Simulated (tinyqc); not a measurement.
Density dependence: plasmons of a degenerate electron gas in the random-phase approximation.

Zero temperature, parabolic band: kF = (3 pi^2 n)^(1/3), EF = c kF^2/m, Ep^2 = 8 pi c e2 n/(m eb), qTF^2 = 6 pi e2 n/(eb EF), c = hbar^2/2m0, e2 = e^2/(4 pi eps0), n in 1/angstrom^3 (1e-24 per 1/cm^3).

Lindhard function: eps(q, E)/eb = 1 + (qTF/q)^2 (f1 + i f2) with z = q/(2 kF), u = E/(hbar vF q), hbar vF = 2 c kF/m; f1 = 1/2 + [h(z - u) + h(z + u)]/(8 z), h(x) = (1 - x^2) ln|(x + 1)/(x - 1)|; f2 = pi u/2 for z + u < 1, (pi/(8 z))(1 - (z - u)^2) for |z - u| < 1 < z + u, else 0. Pairs exist for c (q^2 - 2 q kF)/m < E < c (q^2 + 2 q kF)/m.

Constants: hbar^2/2m0 = 3.80998211 eV angstrom^2; e^2/(4 pi eps0) = 14.39964547 eV angstrom; a0 (Bohr radius) = 0.5291772105 angstrom.

Values chosen for the exercise (out of a larger set: a free-electron density near that of Li; not measured data): n = 4.58e+22 1/cm^3 (electron density); m = 1 m0 (mass); eb = 1 (background dielectric constant).

n is multiplied by the factor listed.

Results:
```
factor     rs  EF (eV)  Ep (eV)  Ep/EF  qc/kF  alpha = 3 EF/(5 Ep)
0.10    7.059    1.006    2.513  2.499  1.166                0.240
0.50    4.128    2.941    5.619  1.911  0.957                0.314
1.0     3.277    4.668    7.947  1.702  0.878                0.352
2.0     2.601    7.410    11.24  1.517  0.805                0.396
5.0     1.916    13.65    17.77  1.302  0.717                0.461
10      1.521    21.67    25.13  1.160  0.657                0.517
```

Give the missing row, factor = 0.20.

Computed row:
```
factor     rs  EF (eV)  Ep (eV)  Ep/EF  qc/kF  alpha = 3 EF/(5 Ep)
0.20    5.603    1.596    3.554  2.226  1.071                0.270
```

Over two decades Ep grows by 10.0 (n^(1/2)) and EF by 21.5 (n^(2/3)), so Ep/EF falls from 2.499 to 1.160 as sqrt(rs), and qc/kF from 1.166 to 0.657: in a dense gas the plasmon enters the continuum earlier on the scale of kF. alpha is the coefficient in E = Ep + alpha hbar^2 q^2/(m m0). The random-phase values are only rough in the rows with rs above about 2 (up to 7.1 here).

Computed by tinyqc, a small Python program: `OMP_NUM_THREADS=1 python tinyqc.py 1680615 1680616 out.jsonl` (the numbers bound the seed that draws the inputs); one thread of a shared host (Intel(R) Xeon(R) Processor @ 2.30GHz), about 0.01 s for the whole set of steps.
